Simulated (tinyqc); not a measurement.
Thermal boundary conductance by the acoustic and diffuse mismatch models: one step, computed by the program tinyqc. Command: `OMP_NUM_THREADS=1 python tinyqc.py 3031382 3031383 out.jsonl kapitza walk`. One thread of a shared host (Intel(R) Xeon(R) Processor @ 2.30GHz), about 0.01 s of CPU time with the checks.

Each side has one longitudinal and two transverse Debye branches, omega = v q up to q_D = (6 pi^2 n)^(1/3), with n counting all atoms. Scattering at the interface is elastic. Electrons are left out of G, also for metals. Melting is ignored. G refers to the temperatures of the phonons sent towards the interface. Linear branches over all atoms overstate G at high T, most for crystals with several atoms a cell.

Task: Temperature rise through the stack. In series: Delta T = J (d_1/kappa_1 + R + d_2/kappa_2), with bulk conductivities in the layers and one-dimensional flow.

Inputs (values chosen for the exercise, modelled on germanium (side 1) and sapphire (side 2)):
```
quantity              value     unit
conductivity kappa_1   61.5  W/(m K)
conductivity kappa_2   34.4  W/(m K)
temperature T           150        K
thickness d_1           170       nm
thickness d_2          8200       nm
heat flux J              16  kW/cm^2
```

Structure: film on a substrate.

boundary resistance R = 2.747560 m^2 K/GW

Give: temperature drops; total rise Delta T; interface share of film plus interface.

Result:

temperature drops (K): film 0.4423, interface 0.4396, substrate 38.14

total rise Delta T = 39.02 K

interface share of film plus interface = 0.4985

The substrate takes the largest drop, 98 % of the total. Caution: kappa_2 is of room-temperature size, so the Kapitza length is only nominal at this T. Caution: at this temperature short waves carry the heat; linear branches up to q_D overstate their velocity, and inelastic processes, left out here, grow with T. Caution: the conductivities are of room-temperature size; at this T real values can differ much and free paths can be long. Caution: R from emitted-phonon temperatures is too large for use in series with Fourier layers, by up to a factor of about 2.
